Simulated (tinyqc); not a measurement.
Read current of a NAND string, cells in series solved by shooting: one step of the calculation.

Cells in series, numbered from 0 at the source line (0 V) to the bit line, each followed by a gap resistance Rg. A cell with gate Vg, threshold VT, source Vs and drain Vd passes I = 2 nf K Vt^2 [F(Vs) - F(Vd)]/(1 + th max(Vg - VT, 0)), F(V) = ln^2(1 + exp((Vg - VT - nf V)/(2 nf Vt))). The selected cell has Vg = Vr, the others Vg = Vp.

Problem. Node voltages for a trial current. For a trial current I start at 0 V and, cell by cell (the selected one is cell 4), solve for the drain: sqrt(F(Vd)) = sqrt(F(Vs) - I/k), k = 2 nf K Vt^2/(1 + th max(Vg - VT, 0)), Vd = [Vg - VT - 2 nf Vt ln(exp(sqrt F) - 1)]/nf, then add I Rg.

Inputs (values chosen for the exercise); values of the order met in vertical NAND strings: temperature T = 300 K; gain factor of a cell K = 3.5 uA/V^2; slope factor nf = 1.5; mobility reduction factor th = 0.15 1/V; resistance of the gap between cells Rg = 2.7 kohm; bit-line voltage Vbl = 0.7 V; pass voltage Vp = 5.6 V; read voltage on the selected word line Vr = 2.68 V.

Constants: q = 1.602176634e-19 C, kB = 1.380649e-23 J/K, Vt = kB T/q. Results are converted to the units shown.

second trial current = 0.37 uA
thresholds from the source end, cell 0 to 5 (V): -1.7  -1.7  4.3  -1.7  1.4  4.3

Give: node voltage after each cell and gap, trial 2.

Solution.

node voltage after each cell and gap, trial 2, cell 0 to 5 (V): 0.031433  0.063065  0.17677  0.20936  0.35766  0.56673

Program tinyqc, `OMP_NUM_THREADS=1 python tinyqc.py 2142226 2142227 out.jsonl`; Intel Xeon 2.30GHz, shared host, one thread, about 0.5 s.
